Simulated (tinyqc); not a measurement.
From results back to parameters: donor-acceptor pair recombination. Three cases, with inputs chosen for the exercise.

Problem. The lines of two shells were computed from hidden eps and ED + EA.

h nu = Eg - ED - EA + q/(eps R), q = e^2/(4 pi eps0); shell j lies at R = a_lat sqrt(j/2) for the same sublattice and a_lat sqrt(j/2 - 5/16) for opposite ones (on the same sublattice shells 14, 30, 46, 56, 62, ... are empty, where 2j has the form 4^a (8b + 7)); rate W = W0 exp(-2R/aD) with the donor radius aD = q/(2 eps ED). Polarisation and overlap terms, which matter for close pairs, are left out.

Constants: e^2/(4 pi eps0) = 14.39964547 eV angstrom.

Find: R; eps; ED + EA.

Method. h nu against 1/R is a line of slope q/eps and intercept Eg - ED - EA.

Case 1.

Values chosen (near those of impurities in Si; the results hold for these values, not for the real material): a_lat = 5.431 angstrom (lattice constant); Eg = 1.173 eV (gap); kind = same (sublattices of donor and acceptor); j12 = (40, 51) (two shells).

h nu (eV): 1.134121  1.128422

Solution.

R (angstrom): 24.29  27.43

eps = 11.9
ED + EA = 89 meV

Case 2.

Values chosen (near those of impurities in GaAs; the results hold for these values, not for the real material): a_lat = 5.653 angstrom (lattice constant); Eg = 1.531 eV (gap); kind = same (sublattices of donor and acceptor); j12 = (2728, 7332) (two shells).

h nu (eV): 1.504988  1.502887

Solution.

R (angstrom): 208.78  342.28

eps = 12.8
ED + EA = 31 meV

Case 3.

Values chosen (near those of impurities in 3C SiC; the results hold for these values, not for the real material): a_lat = 4.36 angstrom (lattice constant); Eg = 2.409 eV (gap); kind = same (sublattices of donor and acceptor); j12 = (81, 165) (two shells).

h nu (eV): 2.175409  2.158882

Solution.

R (angstrom): 27.75  39.60

eps = 9.4
ED + EA = 289 meV

Computed by tinyqc, one run a case: `OMP_NUM_THREADS=1 python tinyqc.py N N+1 out.jsonl` with N = 1280162, 1280616, 1280872; one thread of a shared Intel(R) Xeon(R) Processor @ 2.30GHz, about 0.04 s a run at most.
